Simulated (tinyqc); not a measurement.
## p-type polysilicon, carrier trapping at grain boundaries: effect of the trap density of a grain boundary

One-dimensional grains of size Lg, uniform ionised doping N, monovalent traps Qt at each boundary at a depth Et below (for electrons) or above (for holes) the band edge there, abrupt depletion of width W on each side of a boundary, Boltzmann statistics. xi is the distance from the band edge at the grain centre to the Fermi level. Trapped charge Qt/(1 + exp((xi + VB - Et)/Vt)) = 2 N W, barrier VB = q N W^2/(2 eps0 eps_r).

If the trap equation with xi = Vt ln(NB/N) has a root W < Lg/2, the grain is partly depleted; otherwise W = Lg/2 and the trap equation gives xi = Et - VB + Vt ln(Qt/(N Lg) - 1). N* = Qt/Lg. n0 = NB exp(-xi/Vt); mean density n0 (1 - 2 W/Lg) by charge balance in a partly depleted grain, and n0 (sqrt(pi)/2) erf(u)/u with u = sqrt(VB/Vt) in a fully depleted one; v = sqrt(kB T/(2 pi ms m0)); barrier resistivity Vt exp(VB/Vt)/(q fe n0 v Lg); grain resistivity (1 - 2 W/Lg)/(q n0 mug); effective mobility 1/(q mean density total resistivity). Rows with xi above 0.45 V, towards mid-gap, are left out, since the other carrier type is ignored.

Parameters, values chosen for the exercise; values of the order met in polycrystalline silicon: temperature T = 300 K; relative permittivity eps_r = 11.7; valence-band density of states at T NB = 2.65e19 cm^-3; grain size Lg = 38 nm; depth of the trap level from the majority band edge at the boundary Et = 0.34 eV; mass for thermionic emission ms = 0.3 m0; correction factor of the emission rate fe = 1; mobility inside the grains mug = 80 cm^2/(V s); doping N = 2.1e17 cm^-3.

Constants: q = 1.602176634e-19 C, kB = 1.380649e-23 J/K, m0 = 9.1093837015e-31 kg, Vt = kB T/q, eps0 = 8.8541878128e-14 F/cm where lengths are in cm. Results are converted to the units shown.

Result of one run:
```
N/N*   depleted share 2 W/Lg   VB (V)  xi (V)  mean density (cm^-3)  resistivity (ohm cm)  effective mobility (cm^2/(V s))
2.347                 0.4259  0.01063  0.1251              1.206e17                0.2754                            188.0
```

Which trap density of a grain boundary Qt gave this result: 2e11, 3.4e11, 5.7e11, 9.7e11 or 2.8e12 cm^-2?

Qt = 3.4e11 cm^-2.

The whole series:
columns A: Qt (cm^-2); B: N/N*; C: depleted share 2 W/Lg; D: VB (V); E: xi (V); F: mean density (cm^-3); G: resistivity (ohm cm); H: effective mobility (cm^2/(V s))
```
A             B       C         D       E         F       G      H
2e11      3.990  0.2506  0.003680  0.1251  1.574e17  0.3259  121.7
3.4e11    2.347  0.4259   0.01063  0.1251  1.206e17  0.2754  188.0
5.7e11    1.400  0.7137   0.02986  0.1251  6.012e16  0.2370  438.0
9.7e11   0.8227   1.000   0.05862  0.2417  1.312e15   36.21  131.4
1.6e12   0.4988   1.000   0.05862  0.2815  2.814e14   168.8  131.4
2.8e12   0.2850   1.000   0.05862  0.3052  1.127e14   421.5  131.4
4.7e12   0.1698   1.000   0.05862  0.3224  5.783e13   821.4  131.4
8e12    0.09975   1.000   0.05862  0.3383  3.133e13    1516  131.4
```

As Qt goes from 2e11 to 8e12, VB rises from 0.00368 to 0.0586 V, the resistivity goes from 0.326 through a minimum of 0.237 (at Qt = 5.7e11 among the rows listed) to 1520 ohm cm and the effective mobility goes from 122 through a maximum of 438 (at Qt = 5.7e11 among the rows listed) to 131 cm^2/(V s). For Qt = 2e11, 3.4e11 VB is below Vt, where abrupt depletion and thermionic emission are rough. For Qt = 3.4e11, 5.7e11 the grain is near the changeover between partial and full depletion, within a few Debye lengths, where both limits are rough. In every row the effective mobility exceeds mug, since drift through the depleted part of the grain is left out.

Program tinyqc, `OMP_NUM_THREADS=1 python tinyqc.py 2830132 2830133 out.jsonl`; Intel Xeon 2.30GHz, shared host, one thread, about 0.01 s.
